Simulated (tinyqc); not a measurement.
Inside a calculation. Method: CCSD on RHF in the 3-21g basis, for He, spin multiplicity 1. Computed by tinyqc, a small Python program that keeps every step (integrals from PySCF). Settings: charge = 0, multiplicity = 1, basis = 3-21g, method = RHF, energy threshold = 1e-10, iteration cap = 71, orthogonalisation = canonical, start = Wolfsberg-Helmholz matrix, DIIS depth = 6, amplitude equations = CCSD, DIIS depth for amplitudes = 0, cap on updates = 84. Command: `OMP_NUM_THREADS=1 python tinyqc.py 20886 20887 out.jsonl` (the two numbers bound the seeds that draw the settings). One thread of a shared host (Intel(R) Xeon(R) Processor @ 2.60GHz), about 0.1 s of CPU time with the checks. The early iterations of the SCF are left out here.

## One-electron integrals

Geometry (angstrom):
```
atom         x         y         z
He    0.000000  0.000000  0.000000
```

Basis 3-21g: exponents (1/bohr^2) and contraction coefficients of normalised primitives:
```
element  l (shell)   exponent  coefficient
He           s (1)  13.626700     0.175230
He           s (1)   1.999350     0.893482
He           s (2)   0.382993     1.000000
```

Overlap, kinetic and nuclear-attraction integrals over the contracted functions; the nuclear repulsion is the sum of Za Zb / Rab.

nuclear repulsion = 0 hartree

overlap S:
```
          1He 1s    1He 2s
1He 1s  1.000000  0.595216
1He 2s  0.595216  1.000000
```

kinetic energy T (hartree):
```
          1He 1s    1He 2s
1He 1s  3.916124  0.578949
1He 2s  0.578949  0.574489
```

nuclear attraction V (hartree):
```
           1He 1s     1He 2s
1He 1s  -5.489688  -2.235292
1He 2s  -2.235292  -1.975129
```

core Hamiltonian H = T + V (hartree):
```
           1He 1s     1He 2s
1He 1s  -1.573565  -1.656343
1He 2s  -1.656343  -1.400640
```

## Two-electron integrals

Functions are numbered as in S; the eight-fold symmetry (ij|kl) = (ji|kl) = (kl|ij) leaves the list below.

Two-electron integrals (ij|kl) in chemists' order, unique and non-zero (hartree):
```
(11|11) 1.803255   (21|11) 0.876507   (21|21) 0.452077   (22|11) 0.917008
(22|21) 0.514678   (22|22) 0.698314
```

## Orthogonalisation

S = U s U^T; canonical form X = U s^(-1/2), so that X^T S X = 1. Each column of U has its largest component positive (the first on a tie).

eigenvalues of S: 0.404784  1.595216

X:
```
                1         2
1He 1s   1.111407  0.559855
1He 2s  -1.111407  0.559855
```

## Iteration 8 (converged): orbitals

converged F (hartree):
```
           1He 1s     1He 2s
1He 1s  -0.070801  -1.118003
1He 2s  -1.118003  -0.499364
```

Diagonalise F' = X^T F X, C = X C', fill 1 alpha and 1 beta electrons from the bottom; D = 2 C_occ C_occ^T. Each column has its largest component positive (the first on a tie).

F' = X^T F X (hartree):
```
          1          2
1  2.057689   0.266663
2  0.266663  -0.879558
```

orbital energies (hartree): MO1 -0.903572, MO2 2.081703

coefficients C:
```
             MO1        MO2
1He 1s  0.457919   1.157140
1He 2s  0.657278  -1.056716
```

D after iteration 8:
```
          1He 1s    1He 2s
1He 1s  0.419379  0.601960
1He 2s  0.601960  0.864028
```

## Convergence

Stop when the energy changes by less than 1e-10 hartree and every element of the error matrix X^T (F D S - S D F) X is below 3e-06.

Course of the cycle:
```
iteration  E (hartree)     change  largest element of the error matrix
1          -2.72415044          -                             7.79e-01
2          -2.83521850  -1.11e-01                             5.07e-02
3          -2.83567987  -4.61e-04                             4.71e-05
4          -2.83567987  -3.11e-10                             2.19e-05
5          -2.83567987  -4.96e-11                             1.43e-05
6          -2.83567987  -1.65e-11                             1.06e-05
7          -2.83567987  -7.43e-12                             8.44e-06
8          -2.83567987  -1.28e-11                             1.82e-09
```

PySCF RHF in the same basis = -2.83567987 hartree

Converged in 8 iterations.

## Integrals over molecular orbitals

(pq|rs) = sum C_ip C_jq C_kr C_ls (ij|kl), one index at a time.

one-electron integrals over orbitals h = C^T H C (hartree):
```
           1          2
1  -1.932108  -0.319236
2  -0.319236   0.379665
```

Two-electron integrals over orbitals (pq|rs), unique and non-zero (hartree):
```
(11|11) 1.028537   (21|11) 0.319236   (21|21) 0.261994   (22|11) 0.982016
(22|21) 0.343809   (22|22) 0.998335
```

## CCSD: starting amplitudes

t_ij^ab = <ij||ab> / (e_i + e_j - e_a - e_b), whose energy is MP2.

Starting amplitudes (spin orbitals 1a, 1b, ...; amplitudes related by a flip of all spins are not repeated):
```
from      to          t
1a 1b  2a 2b  -0.043881
```

correlation energy = -0.01149661 hartree

## CCSD: amplitude update 1

t_i^a D_i^a and t_ij^ab D_ij^ab are set to the remaining terms of the spin-orbital equations, evaluated with the old amplitudes; for the doubles these are <ij||ab> + 1/2 <ab||ef> t_ij^ef + 1/2 <mn||ij> t_mn^ab + P(ij)P(ab) <mb||ej> t_im^ae + terms in t^2 + terms with t1, D the orbital-energy denominators.

Amplitudes after update 1 (spin orbitals 1a, 1b, ...; amplitudes related by a flip of all spins are not repeated):
```
from      to          t
1a 1b  2a 2b  -0.053919
1a        2a   0.000361
```

correlation energy = -0.01412632 hartree

## CCSD: amplitude update 2

As before.

Amplitudes after update 2 (spin orbitals 1a, 1b, ...; amplitudes related by a flip of all spins are not repeated):
```
from      to          t
1a 1b  2a 2b  -0.056194
1a        2a   0.000498
```

correlation energy = -0.01472242 hartree

## CCSD: convergence

E_corr = 1/4 sum <ij||ab> t_ij^ab + 1/2 sum <ij||ab> t_i^a t_j^b; stop when the norm of the change is below 1e-8.

Course of the amplitude iterations:
```
update  correlation energy (hartree)  norm of the change
0                        -0.01149661                   -
1                        -0.01412632            2.01e-02
2                        -0.01472242            4.55e-03
3                        -0.01485734            1.03e-03
4                        -0.01488789            2.34e-04
5                        -0.01489480            5.29e-05
6                        -0.01489637            1.20e-05
7                        -0.01489672            2.72e-06
8                        -0.01489680            6.15e-07
9                        -0.01489682            1.39e-07
10                       -0.01489682            3.16e-08
11                       -0.01489683            7.15e-09
```

Converged amplitudes (spin orbitals 1a, 1b, ...; amplitudes related by a flip of all spins are not repeated):
```
from      to          t
1a 1b  2a 2b  -0.056860
1a        2a   0.000550
```

CCSD total energy = -2.85057670 hartree

T1 diagnostic, norm of the one-spin t1 over sqrt(correlated electrons) = 0.000389

Converged in 11 updates.
